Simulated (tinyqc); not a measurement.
Worked calculation: core-shell quantum dot (spherical envelope functions). Values are carried at full precision from step to step, so a last printed digit may differ when a step is redone from the rounded ones.

Parabolic bands; strain and other valleys are left out. s states, u = r psi, hard wall at R + H, c = hbar^2/2m0, energies from the band edges of the core. Core: u = sin(k1 r)/k1, k1 = sqrt(m1 E/c). At R, psi and psi'/m are continuous, so u is continuous and its slope in the shell is s = u/R + (m2/m1)(u' - u/R). Shell: u(R + x) = u(R) cos(k2 x) + s sin(k2 x)/k2, k2 = sqrt(m2 (E - V)/c); for negative arguments the functions turn into sinh and cosh. A level has u(R + H) = 0.

Constants: hbar^2/2m0 = 3.80998211 eV angstrom^2; e^2/(4 pi eps0) = 14.39964547 eV angstrom; hc = 1239.841984 eV nm.

Inputs chosen for the exercise (near those of an InAs/InP core-shell dot; the results hold for these values, not for the real material):
- R = 36 angstrom (core radius)
- H = 36 angstrom (shell thickness)
- Vc = 0.48 eV (conduction edge of the shell above that of the core)
- me1 = 0.029 m0 (electron, core)
- me2 = 0.082 m0 (electron, shell)
- E = 0.265 eV (trial energy of the electron)
- Vv = 0.371 eV (hole barrier of the shell)
- mh1 = 0.362 m0 (hole, core)
- mh2 = 0.501 m0 (hole, shell)
- Eg = 0.417 eV (gap of the core)
- eps = 12.4 (dielectric constant)

## Shooting at a trial energy

Carry the electron solution outwards.

k1^2 = 0.0020171 1/angstrom^2
k2^2 = -0.0046273 1/angstrom^2
u(R) = 22.242 angstrom
s = -1.2593
u(R + H) = 23.351 angstrom

u(R + H) is positive: no node yet, so the lowest level lies above the trial energy.

## Ground states

Find the lowest root for electron and hole, and the share of u^2 inside the core.

Levels:

| carrier | E (eV) | share in the core |
|---|---|---|
| electron | 0.2872 | 0.730 |
| hole | 0.0572 | 0.975 |

The core holds 12 % of the volume. Both carriers sit mainly in the core, as the type I line-up favours.

## Overlap and Coulomb integrals

Overlap = (integral of u_e u_h)^2 with normalised u. Coulomb integrals J_ab = (q/eps) double integral of u_a(r)^2 u_b(s)^2/max(r, s), q = e^2/(4 pi eps0), one eps everywhere. Exciton E = Eg + E_e + E_h - J_eh; first-order biexciton shift J_ee + J_hh - 2 J_eh (positive: repulsive).

Integrate numerically.

overlap = 0.777

J_eh, J_ee, J_hh (meV): 39.8  34.9  48.6

## Exciton and biexciton

Give E, the wavelength hc/E and the biexciton shift.

E = 0.722 eV
wavelength = 1718 nm
biexciton shift = 4 meV

At first order the shift is the Coulomb integral of the net charge density with itself and cannot be negative; correlation, left out here, lowers it, and may reverse a shift as small as this.

## Checks

- Level without offset and mass step against c (pi/(R + H))^2/m, eV: both 0.2501.
- J_ee in that case against 1.786 q/(eps (R + H)), meV: both 28.8.

Program tinyqc; command `OMP_NUM_THREADS=1 python tinyqc.py 1251459 1251460 out.jsonl`; about 0.06 s on one thread of a shared Intel(R) Xeon(R) Processor @ 2.30GHz.
